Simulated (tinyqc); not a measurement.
# Stacked nanosheet transistor, parasitic resistance, capacitance and delay: what changes with what

Ns sheets share one contact on top; each has perimeter p = 2 (Ws + ts) and cross-section A = Ws ts; contact width Wc = Ws + 10 nm, stack height Hs = Ns pv. Sheet 1 is the top one. Contact length Lc = CPP - Lg - 2 Lsp, shared by two neighbouring gates. Source and drain sides are equal. The formulas are first-order estimates, not field solutions.

Inputs (values chosen for the exercise); values close to those of silicon logic devices: temperature T = 300 K; number of sheets Ns = 2; sheet width Ws = 20 nm; sheet thickness ts = 4 nm; vertical pitch of the sheets pv = 18 nm; vertical resistance between sheet levels rv = 85 ohm; contacted gate pitch CPP = 45 nm; gate length Lg = 18 nm; spacer length Lsp = 7 nm; relative permittivity of the spacer ks = 4; gate height above the channel stack Hc = 30 nm; contact resistivity rc = 2.7e-9 ohm cm^2; resistivity of the source-drain epitaxy re = 0.00025 ohm cm; current-carrying depth of the epitaxy te = 20 nm; resistivity of the extension rx = 0.0015 ohm cm; gate overlap Lov = 2 nm; inversion capacitance Cinv = 2.8 uF/cm^2; injection velocity vx = 1e7 cm/s; apparent mobility mu = 150 cm^2/(V s); threshold at zero drain voltage VT = 0.24 V; barrier lowering dl = 0.044 V/V; subthreshold factor n = 1.28; wire load Cw = 0.06 fF; supply voltage Vdd = 0.8 V.

Constants: q = 1.602176634e-19 C, kB = 1.380649e-23 J/K, eps0 = 8.8541878128e-12 F/m, Vt = kB T/q. Results are converted to the units shown.

Each table varies one quantity; the others keep the values above.

## Effect of the sheet width

Epitaxy sheet resistance Rsh = re/te, transfer length LT = sqrt(rc/Rsh), contact Rc = [sqrt(rc Rsh)/Wc] coth(Lc/(2 LT)); extension of one sheet Rx = rx Lsp/A. With N sheets: gate Cg = Cinv p N Lg; per side, plate Cp = ks eps0 [Wc (Hs + Hc) - N A]/Lsp, top fringe Cf = (2/pi) ks eps0 Wc ln(1 + Lg/(2 Lsp)), overlap Co = Cinv p N Lov. One sheet: I = p Q vx u/(1 + |u|^1.8)^(1/1.8), Q = Cinv n Vt ln(1 + exp((Vg' - VT + dl Vd')/(n Vt))), u = Vd' mu/(vx Lg), Vg' = Vgs - v, Vd' = Vds - 2 v, with the drop on each side v_j = Rc sum I + rv (sum over levels k = 2..j of the current of sheets k..Ns) + Rx I_j. Ieff = [I(Vgs = Vdd, Vds = Vdd/2) + I(Vdd/2, Vdd)]/2, total currents. With Cs = Cp + Cf + Co, the load of an inverter of two such devices driving an equal one is CL = 2 (Cg + 2 Cs) + 4 Cs + Cw (own drains counted twice for the Miller effect); delay CL Vdd/(2 Ieff).

Effect of the sheet width:

| Ws (nm) | Rc (ohm) | Rx/N (ohm) | Ieff (uA) | CL (aF) | delay (ps) |
|---|---|---|---|---|---|
| 8 | 2323 | 1641 | 26.44 | 178.1 | 2.694 |
| 12 | 1900 | 1094 | 35.08 | 211.4 | 2.410 |
| 18 | 1493 | 729.2 | 47.62 | 261.3 | 2.195 |
| 25 | 1195 | 525.0 | 61.97 | 319.5 | 2.062 |
| 35 | 929.1 | 375.0 | 82.21 | 402.7 | 1.959 |
| 50 | 696.8 | 262.5 | 112.2 | 527.5 | 1.880 |
| 70 | 522.6 | 187.5 | 151.9 | 694.0 | 1.828 |

What does the table show?

As Ws goes from 8 to 70 nm, Ieff rises from 26.4 to 152 uA, CL rises from 178 to 694 aF and the delay falls from 2.69 to 1.83 ps. From the first row to the last Ieff grows by a factor of 5.74 and CL by 3.90; the first step changes the delay by -11 %, the last by -2.8 %.

## Effect of the contacted gate pitch

Same model as above.

The same in every row: Rx/N (ohm) = 656.2; CL (aF) = 277.9.

Effect of the contacted gate pitch:

| CPP (nm) | Rc (ohm) | Ieff (uA) | delay (ps) |
|---|---|---|---|
| 36 | 4503 | 27.67 | 4.018 |
| 42 | 1807 | 46.41 | 2.395 |
| 48 | 1136 | 55.65 | 1.998 |
| 54 | 833.4 | 60.89 | 1.826 |
| 60 | 662.2 | 64.20 | 1.732 |
| 66 | 552.8 | 66.44 | 1.673 |
| 72 | 477.4 | 68.04 | 1.634 |
| 78 | 422.7 | 69.23 | 1.606 |

Read the table: what changes, and by how much?

As CPP goes from 36 to 78 nm, Ieff rises from 27.7 to 69.2 uA, CL stays at 278 aF and the delay falls from 4.02 to 1.61 ps. Only the contact length changes, so the capacitance stays and the pitch acts through Rc. At CPP = 36 nm the contact is under 8 nm long, below what liners and fill allow.

Computed by the program tinyqc: `OMP_NUM_THREADS=1 python tinyqc.py 2170089 2170090 out.jsonl`, one thread of a shared Intel Xeon 2.30GHz, about 0.06 s for the whole run.
